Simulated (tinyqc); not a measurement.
Inside a calculation. Model: strain, valley repopulation and piezoresistance in a many-valley conduction band. Computed by tinyqc, a small Python program that keeps every step. Command: `OMP_NUM_THREADS=1 python tinyqc.py 3018446 3018447 out.jsonl valleys walk`. One thread of a shared host (Intel(R) Xeon(R) Processor @ 2.30GHz), about 0.03 s of CPU time with the checks. Intermediate numbers are printed to about 7 digits and carried at full precision; extremes and crossings named in words are read from the listed rows.

Valleys are ellipsoids with mass m_l along the axis a and m_t across it, parabolic, with one constant relaxation time; strain shifts the valleys and leaves the masses alone. Currents are taken along [100], in the plane, and along [001], across the plane.

Inputs (values chosen for the exercise, modelled on silicon):

| quantity | value | unit |
|---|---|---|
| longitudinal mass m_l | 0.928 | m_0 |
| transverse mass m_t | 0.189 | m_0 |
| shear deformation potential Xi_u | 9.42 | eV |
| dilation deformation potential Xi_d | 1.1 | eV |
| C11 | 164 | GPa |
| C12 | 64.5 | GPa |
| C44 | 80 | GPa |
| stress X (tension positive) | 1100 | MPa |
| electron density n | 1.4e+17 | 1/cm^3 |
| relaxation time tau | 360 | fs |
| temperature T | 150 | K |

Valley axes: <100> (6 valleys in 3 pairs). Load: biaxial in the (001) plane.

Constants: k_B = 8.617333262e-05 eV/K; m_0 = 9.1093837015e-31 kg; k_B = 1.380649e-23 J/K; hbar = 1.054571817e-34 J s; e = 1.602176634e-19 C.

## Strain

Compliances S11 = (C11 + C12)/((C11 - C12)(C11 + 2 C12)), S12 = -C12/((C11 - C12)(C11 + 2 C12)), S44 = 1/C44; stress sigma_xx = sigma_yy = X, all else 0; e_xx = S11 sigma_xx + S12 (sigma_yy + sigma_zz), e_xy = S44 sigma_xy/2 (tensor strain).

strain tensor (%):
```
           x          y           z
x  0.6187936  0.0000000   0.0000000
y  0.0000000  0.6187936   0.0000000
z  0.0000000  0.0000000  -0.4867340
```

## Valley shifts

Herring-Vogt shift of a valley with unit axis a: dE = Xi_d tr(e) + Xi_u a.e.a.

shifts dE (meV): x 66.54975, y 66.54975, z -37.59096

splitting (highest minus lowest) = 104.1407 meV

Lowest: z; the splitting is 8.06 k_B T.

## Populations

Each of the 6 valleys holds n_v = N_v (2/sqrt(pi)) F_1/2((E_F - dE_v)/(k_B T)), N_v = 2 (m_d k_B T/(2 pi hbar^2))^(3/2), m_d = (m_l m_t^2)^(1/3); E_F solves sum n_v = n and is counted from the unstrained edge. F_j(eta) = int_0^infinity x^j/(1 + exp(x - eta)) dx, without a gamma-function factor. It is evaluated after integrating by parts. Integrals over x = E/(k_B T) use 160 Gauss-Legendre points in u = sqrt(x) from 0 to sqrt(max(eta, 0) + 32).

Fermi level E_F = -77.97365 meV

share of the electrons (per pair): x 0.0003217, y 0.0003217, z 0.9993567

## Mobility tensor and resistance change

Mobility tensor mu = e tau sum_v (n_v/n) [1/m_t + (1/m_l - 1/m_t) a a^T]; unstrained mu_0 = e tau (1/m_l + 2/m_t)/3; resistivity along d from the inverse tensor, rho_d = d.mu^-1.d/(n e), mobility along d = 1/(d.mu^-1.d); gauge pi_d = (rho_d/rho_0 - 1)/X.

mobility tensor (cm^2/(V s)):
```
          x         y        z
x  3349.275     0.000    0.000
y     0.000  3349.275    0.000
z     0.000     0.000  684.017
```

unstrained mobility mu_0 = 2460.856 cm^2/(V s)

mobility along the first direction = 3349.275 cm^2/(V s)

mobility along the second direction = 684.0171 cm^2/(V s)

resistance change along the first direction = -26.52572 %

resistance change along the second direction = 259.7652 %

The mobility lies between e tau/m_l = 682 and e tau/m_t = 3350; the trace stays at 3 mu_0. Along the first direction the filled valleys present more of their light mass.

## Linear piezoresistance coefficients

With eta_0 the reduced Fermi level without strain, r = F_-1/2(eta_0)/(2 F_1/2(eta_0)) (1 for a classical gas) and c = r (Xi_u/k_B T) (m_l - m_t)/(2 m_l + m_t): pi11 = -(2/3) c (S11 - S12), pi12 = -pi11/2, pi44 = 0, with S11 - S12 = 1/(C11 - C12).

eta_0 = -4.232309

degeneracy factor r = 0.9949210

pi11 = -175.5546 1e-11/Pa

pi12 = 87.77728 1e-11/Pa

pi44 = 0 1e-11/Pa

The gas is classical, so the coefficients follow 1/T.

## Full result against the linear law

Linear theory: pi = pi11 + pi12 in the plane and 2 pi12 across it.

Resistance changes (%); at 2000 MPa the strain is near or above 1 %, where band warping, left out here, matters:

| X (MPa) | splitting (meV) | largest share | first direction | linear | second direction | linear |
|---|---|---|---|---|---|---|
| -2000 | 189.3467 | 0.4999999 | 22.05310 | 175.5546 | -26.5445 | -351.1091 |
| -1000 | 94.6734 | 0.4998340 | 22.02631 | 87.7773 | -26.5251 | -175.5546 |
| -400 | 37.8693 | 0.4869044 | 19.97422 | 35.1109 | -24.9798 | -70.2218 |
| -150 | 14.2010 | 0.4283055 | 11.47775 | 13.1666 | -17.0758 | -26.3332 |
| -50 | 4.7337 | 0.3711181 | 4.27124 | 4.3889 | -7.5722 | -8.7777 |
| 50 | 4.7337 | 0.4185105 | -4.41330 | -4.3889 | 10.1736 | 8.7777 |
| 150 | 14.2010 | 0.5985434 | -12.56893 | -13.1666 | 40.3541 | 26.3332 |
| 400 | 37.8693 | 0.9023389 | -23.57262 | -35.1109 | 161.0034 | 70.2218 |
| 1000 | 94.6734 | 0.9986628 | -26.50541 | -87.7773 | 258.7942 | 175.5546 |
| 2000 | 189.3467 | 0.9999991 | -26.54451 | -175.5546 | 260.6689 | 351.1091 |

Along the first direction the linear law holds within 10 % for 3 of the 10 stresses, at -50.0, 50.0, 150 MPa. At the largest compression the full change is +22.1 % against the linear +175.6 %, at the largest tension -26.5 % against -175.6 %: once the splitting is comparable with k_B T (or E_F) the populations no longer follow it linearly, and the change must saturate when the upper valleys are empty.

Checks made by the program: trace of the tensor against 3 mu_0 (relative difference below 1e-10); linear coefficients against the full calculation at 0.01 MPa (relative difference 3e-05).
